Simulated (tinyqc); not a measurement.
# Ballistic Schottky-barrier transistor with a one-dimensional channel, WKB contacts, step by step

Program tinyqc, `OMP_NUM_THREADS=1 python tinyqc.py 2390060 2390061 out.jsonl`; Intel Xeon 2.30GHz, shared host, one thread, about 0.05 s. Printed values are rounded.

Source Fermi level 0, drain Fermi level -Vd. Far from the contacts Ec = pn - psi, and the gate moves psi one to one; the band edges relax as exp(-x/lam) from pn at the source and pn - Vd at the drain; Ev = Ec - Eg. A carrier of energy w inside the channel band meets at a contact a barrier of height D (the contact edge beyond the channel edge): T = 1 for w >= D, else exp(-S), S = 4 lam sqrt(m/C) [sqrt(D - w) - sqrt(w) arctan sqrt((D - w)/w)], C = hbar^2/(2 m0). The two contacts combine as Ts Td/(Ts + Td - Ts Td).

Inputs (values chosen for the exercise); channel values close to those of a carbon nanotube:
- T = 300 K (temperature)
- Eg = 0.877 eV (band gap)
- pn = 0.4 eV (barrier for electrons at both contacts)
- mn = 0.06 m0 (electron mass)
- mp = 0.057 m0 (hole mass)
- g = 2 (valleys or subbands)
- lam = 1.3 nm (screening length at the contacts)
- Vd = 0.5 V (drain bias)
- ps = 0.5 V (band shift psi of the channel by the gate)
- w0 = 0.28 eV (energy of one carrier inside the channel band)
- wm = 0.68 eV (upper end of the grid)
- nE = 15 (points of the grid)

Constants: q = 1.602176634e-19 C, kB = 1.380649e-23 J/K, hbar = 1.054571817e-34 J s, h = 6.62607015e-34 J s, m0 = 9.1093837015e-31 kg, Vt = kB T/q, hbar^2/(2 m0) = 0.0380998212 eV nm^2. Results are converted to the units shown.

Range of the model: No scattering, image-force lowering, channel charge or band-to-band tunnelling; parabolic kappa overstates S deep in the gap.

## Band edges and barriers

Electrons: Ds = psi, Dd = psi - Vd, Es = Ec, Ed = Ec + Vd. Holes: Ds = -psi, Dd = Vd - psi, Es = -Ev, Ed = -Ev - Vd. The size of each current is taken; both flow from drain to source and add.

Ec = -0.1 eV
Ev = -0.977 eV
D for electrons (eV): source 0.5000000, drain 0.0000000
D for holes (eV): source -0.5000000, drain 0.0000000

A negative D is no barrier. Here the electrons carry the larger current.

## Transmission of one of the electrons

S and T at both contacts for w = w0, and the tunnelling distance lam ln(D/w) at the higher barrier.

S at the source = 0.5564579
S at the drain = 0
combined T = 0.5732359
tunnelling distance = 0.7537640 nm

## Current of the electrons on a coarse grid

I = g (2 q^2/h) int T(w) [f(Es + w) - f(Ed + w)] dw, f(y) = 1/(1 + exp(y/Vt)). Electrons: Ds = psi, Dd = psi - Vd, Es = Ec, Ed = Ec + Vd. Holes: Ds = -psi, Dd = Vd - psi, Es = -Ev, Ed = -Ev - Vd. The size of each current is taken; both flow from drain to source and add. Simpson's rule on nE equally spaced w from 0 to wm.

```
point	w (eV)	Ts	Td	T	size of the supply difference
0	0.0000000	0.009909467	1	0.009909467	0.9795310
1	0.0485714	0.07568347	1	0.07568347	0.8796739
2	0.0971429	0.1532882	1	0.1532882	0.5276017
3	0.1457143	0.2486274	1	0.2486274	0.1457529
4	0.1942857	0.3585116	1	0.3585116	0.02540356
5	0.2428571	0.4783523	1	0.4783523	0.003966246
6	0.2914286	0.6025028	1	0.6025028	6.079634e-4
7	0.3400000	0.7244085	1	0.7244085	9.292597e-5
8	0.3885714	0.8366044	1	0.8366044	1.419735e-5
9	0.4371429	0.9302741	1	0.9302741	2.168944e-6
10	0.4857143	0.9925137	1	0.9925137	3.313485e-7
11	0.5342857	1	1	1	5.061988e-8
12	0.5828571	1	1	1	7.733160e-9
13	0.6314286	1	1	1	1.181389e-9
14	0.6800000	1	1	1	1.804799e-10
```

current = 1.529317 uA

A converged quadrature gives 1.556 uA; this grid is 1.7 % below that. Under 0.001 % of it passes over both barriers, the rest tunnels. The other carrier adds 3.89e-8 uA.
